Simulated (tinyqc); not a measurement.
# Strained alloy layer of InAs and GaAs on (001) InP, model-solid band line-up: gaps, strain and offsets against composition

The layer is x parts of the first compound and 1 - x of the second, grown coherently on the third as substrate and barrier. Rows of the table: lattice constant a, average valence level Ea on an absolute scale, spin-orbit splitting so, gaps at Gamma, X and L, hydrostatic deformation potentials av and ac (Gamma), shear potential b, elastic constants, electron and heavy-hole (along z) masses. All are interpolated linearly in x; gaps get -C x (1 - x), taken wholly in the conduction band; real line-ups can differ from this model by 0.1 eV or more.

In-plane strain e = (a_substrate - a)/a, e_z = -2 (c12/c11) e, volume change 2 e + e_z. With v = 2 e + e_z and d = 2 b (e_z - e): Eav = Ea + av v; E_hh = Eav + so/3 - d/2; E_lh = Eav - so/6 + d/4 + sqrt(so^2 + so d + 9 d^2/4)/2; E_c = Ea + so/3 + EG + ac v (Gamma). Substrate: E_v = Ea + so/3, E_c = E_v + EG. Well depths: dEc = E_c(substrate) - E_c, dEhh = E_hh - E_v(substrate), dElh likewise; strained Gamma gap E_c - max(E_hh, E_lh); positive values confine carriers in the layer. Matthews-Blakeslee for 60-degree dislocations in a single layer: hc = k (ln(hc/bv) + 1), k = bv (1 - nu/4)/(4 pi |e| (1 + nu)), nu = c12/(c11 + c12), bv = a/sqrt(2); the larger root. The valence offset is the larger of dEhh and dElh; a dash marks |e| under 0.02 % or no root.

Parameters, values chosen for the exercise: bowing of the Gamma gap CG = 0.477 eV; bowing of the X gap CX = 1.4 eV; bowing of the L gap CL = 0.33 eV.

Binary compounds, values chosen for the exercise:

|  | close to InAs | close to GaAs | close to InP |
|---|---|---|---|
| a (angstrom) | 6.058 | 5.653 | 5.869 |
| Ea (eV) | -6.67 | -6.92 | -7.04 |
| so (eV) | 0.383 | 0.342 | 0.11 |
| EG (eV) | 0.359 | 1.42 | 1.34 |
| EX (eV) | 1.38 | 1.88 | 2.2 |
| EL (eV) | 1.08 | 1.7 | 1.95 |
| av (eV) | 0.997 | 1.16 | 1.29 |
| ac (eV) | -5.07 | -7.11 | -5.07 |
| b (eV) | -1.79 | -1.72 | -1.68 |
| c11 (GPa) | 83.8 | 121 | 101 |
| c12 (GPa) | 45.8 | 53.7 | 56.5 |
| me (m0) | 0.023 | 0.0664 | 0.0801 |
| mh (m0) | 0.335 | 0.345 | 0.526 |

Result of one run:

| e (%) | relaxed Gamma gap (eV) | lower of X and L gaps (eV) | strained Gamma gap (eV) | E_hh - E_lh (meV) | dEc (eV) | valence offset (eV) | hc (nm) |
|---|---|---|---|---|---|---|---|
| -2.468 | 0.4222 | 1.112 | 0.4764 | 132.7 | 0.3615 | 0.5021 | 2.62 |

Which fraction of the first compound in the layer x gave this result: 0.41, 0.66, 0.74 or 0.9?

x = 0.9.

The whole series:

| x | e (%) | relaxed Gamma gap (eV) | lower of X and L gaps (eV) | strained Gamma gap (eV) | E_hh - E_lh (meV) | dEc (eV) | valence offset (eV) | hc (nm) |
|---|---|---|---|---|---|---|---|---|
| 0.25 | 1.994 | 1.065 | 1.483 | 0.8130 | -153.8 | 0.1528 | 0.3742 | 3.62 |
| 0.33 | 1.423 | 0.9644 | 1.405 | 0.7913 | -107.4 | 0.1884 | 0.3603 | 5.83 |
| 0.41 | 0.8584 | 0.8696 | 1.336 | 0.7698 | -63.06 | 0.2213 | 0.3490 | 11.5 |
| 0.49 | 0.2999 | 0.7809 | 1.285 | 0.7477 | -21.30 | 0.2514 | 0.3408 | 42.9 |
| 0.57 | -0.2524 | 0.6983 | 1.252 | 0.7074 | 17.21 | 0.2788 | 0.3537 | 52.9 |
| 0.66 | -0.8665 | 0.6127 | 1.217 | 0.6408 | 55.90 | 0.3063 | 0.3930 | 11.4 |
| 0.74 | -1.406 | 0.5431 | 1.178 | 0.5838 | 85.76 | 0.3276 | 0.4286 | 5.94 |
| 0.82 | -1.940 | 0.4796 | 1.143 | 0.5290 | 111.3 | 0.3460 | 0.4650 | 3.77 |
| 0.9 | -2.468 | 0.4222 | 1.112 | 0.4764 | 132.7 | 0.3615 | 0.5021 | 2.62 |

The relaxed Gamma gap falls from 1.07 to 0.422 eV and the strained one falls from 0.813 to 0.476 eV. The lattice matches the substrate at x = 0.533; the heavy hole is on top where the layer is compressed (e < 0) and the light hole where it is stretched. dEc rises from 0.153 to 0.361 eV and the valence offset goes from 0.374 through a minimum of 0.341 (at x = 0.49 among the rows listed) to 0.502 eV. At the largest strain listed, -2.47 %, strain changes the gap by 54.3 meV.

Numbers from tinyqc (`OMP_NUM_THREADS=1 python tinyqc.py 2690019 2690020 out.jsonl`; about 0.01 s on one thread of a shared Intel Xeon 2.30GHz).
